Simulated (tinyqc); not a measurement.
MOSFET in the linear regime without short-channel effects, parameter extraction from computed curves: extraction methods against the first mobility attenuation factor.

Inversion charge Q = Cox n Vt W0(exp((Vg - VT)/(n Vt))), W0 the Lambert function and n = nf; u = Q/Cox; mobility mu = mu0/(1 + th1 u + th2 u^2); channel resistance Rch = (L - dL)/(W mu Q); Id = Vd/(Rch + Rsd/W). Cox = eps0 eox/tox. Small Vd, no channel-length or drain effects.

From the continuous curve Id(Vg): tangent at peak gm (V_ext = Vg - Id/gm); constant current Id = 0.1 uA W/L; peak of d2Id/dVg2; Y = Id/sqrt(gm) drawn through Vg = VT + 0.6 and VT + 0.8 V, with intercept VT_Y and slope s. Mobilities gm,max L/(W Cox Vd) and s^2 L/(W Cox Vd) with the drawn L. Last column: share of Rsd/W in the total resistance at VT + 0.8 V.

Inputs (values chosen for the exercise); channel values of the order met in silicon transistors: temperature T = 300 K; relative permittivity of the gate insulator (close to silicon dioxide) eox = 3.9; insulator thickness tox = 1.9 nm; low-field mobility mu0 = 180 cm^2/(V s); second mobility attenuation factor th2 = 0 1/V^2; threshold voltage VT = 0.34 V; body factor nf = 1.2; gate width W = 10 um; drawn gate length L = 0.36 um; drawn less effective length dL = 0.018 um; source plus drain resistance Rsd = 310 ohm um; drain voltage Vd = 0.05 V.

Constants: q = 1.602176634e-19 C, kB = 1.380649e-23 J/K, Vt = kB T/q, eps0 = 8.8541878128e-14 F/cm where lengths are in cm. Results are converted to the units shown.

Extraction methods against the first mobility attenuation factor:
```
th1 (1/V),V_ext (V),constant current (V),second derivative (V),VT_Y (V),mobility from gm (cm^2/(V s)),mobility from Y (cm^2/(V s)),series share (%)
0,0.353,0.294,0.332,0.385,146,171,17.3
0.2,0.345,0.294,0.331,0.385,136,171,15.5
0.4,0.339,0.294,0.330,0.385,129,171,14.0
0.6,0.335,0.294,0.329,0.385,123,171,12.8
0.8,0.331,0.294,0.328,0.385,118,171,11.8
1,0.328,0.294,0.327,0.385,113,171,10.9
1.2,0.326,0.294,0.326,0.385,109,171,10.2
```

The model has VT = 0.34 V and mu0 = 180 cm^2/(V s). Over the table the extracted thresholds move by 28 mV (tangent), under 0.5 mV (constant current), 6.0 mV (second derivative), under 0.5 mV (Y function). The mobility from gm falls from 146 to 109 and that from Y stays near 171 cm^2/(V s).

Program tinyqc, `OMP_NUM_THREADS=1 python tinyqc.py 2210125 2210126 out.jsonl`; Intel Xeon 2.30GHz, shared host, one thread, about 0.01 s.
